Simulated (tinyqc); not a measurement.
Front-illuminated p-i-n photodiode, quantum efficiency and bandwidth: one step of the calculation.

Light enters through a p layer (0 to xp), a depleted layer (xp to xp + wi) and a thick n substrate, decaying as exp(-al x); one pass, no back reflection. Carriers made in the depleted layer are all collected; those in the neutral layers diffuse.

Problem. Response at one frequency. Drift response for pairs made in the depleted layer, a = al wi, g = 1 - exp(-a), u = 2 pi i f, te = wi/ve, th = wi/vh: electrons He = [g - a (exp(-a) - exp(-u te))/(u te - a)]/(u te g), holes Hh = [g - a (1 - exp(-a - u th))/(a + u th)]/(u th g); C = eps0 eps_r pi (dia/2)^2/wi + Cp; total |He + Hh|/sqrt(1 + (2 pi f RL C)^2), for the current of the depleted layer alone.

Inputs (values chosen for the exercise); values close to those of gallium arsenide at this wavelength:

| symbol | value | unit | meaning |
|---|---|---|---|
| al | 9970 | 1/cm | absorption coefficient |
| eps_r | 12.7 |  | relative permittivity |
| wi | 0.83 | um | thickness of the depleted layer |
| ve | 7.92e6 | cm/s | electron drift velocity |
| vh | 5.74e6 | cm/s | hole drift velocity |
| dia | 29 | um | diameter |
| RL | 50 | ohm | load resistance |
| Cp | 100 | fF | parasitic capacitance |
| f | 15 | GHz | modulation frequency |

Constants: eps0 = 8.8541878128e-14 F/cm where lengths are in cm. Results are converted to the units shown.

Find: te; th; He; Hh; |He + Hh|; C; total response.

Solution.

te = 10.480 ps
th = 14.460 ps
He = 0.51880-0.18911i
Hh = 0.37594-0.16693i
|He + Hh| = 0.96298
C = 189.49 fF
total response = 0.71829

The drift response alone falls to 1/sqrt(2) at 45.4 GHz and the RC term alone at 16.8 GHz; together they give 15.5 GHz.

Computed by the program tinyqc: `OMP_NUM_THREADS=1 python tinyqc.py 2250047 2250048 out.jsonl`, one thread of a shared Intel Xeon 2.30GHz, about 0.01 s for the whole run.
